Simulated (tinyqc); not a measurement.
A particle near a wafer in liquid: double-layer and van der Waals forces (DLVO), deposition barrier and removal: one step, computed by the program tinyqc.

Sphere and flat wall, Derjaguin approximation, constant potentials in the linear-superposition form, no retardation and no hydration force.

Task: Barrier and secondary minimum. U(h) = Z R exp(-kappa h) - A R/(6 h); F(h) = -dU/dh = kappa Z R exp(-kappa h) - A R/(6 h^2), positive for repulsion. F = 0 reads x^2 exp(-x) = y with x = kappa h and y = A kappa/(6 Z); the left side peaks at x = 2 with 4/e^2 = 0.5413, so roots exist for smaller y: x < 2 is the barrier, x > 2 the secondary minimum.

Inputs (values chosen for the exercise, of the order of those for silica on silicon in water): particle radius R = 270 nm; Hamaker constant A = 1.2e-20 J; temperature T = 343 K.

kappa = 0.2041359 1/nm

Z = 2.084458 pN

Constants: k_B = 1.380649e-23 J/K.

Give: y; position of the barrier; barrier height; position of the secondary minimum; energy at the secondary minimum.

Result:

y = 0.1959

position of the barrier = 2.921 nm

barrier height = 26.43 k_B T

position of the secondary minimum = 23.24 nm

energy at the secondary minimum = -3.872 k_B T

A barrier above 15 k_B T practically stops deposition. The secondary minimum is deep enough to hold particles loosely.
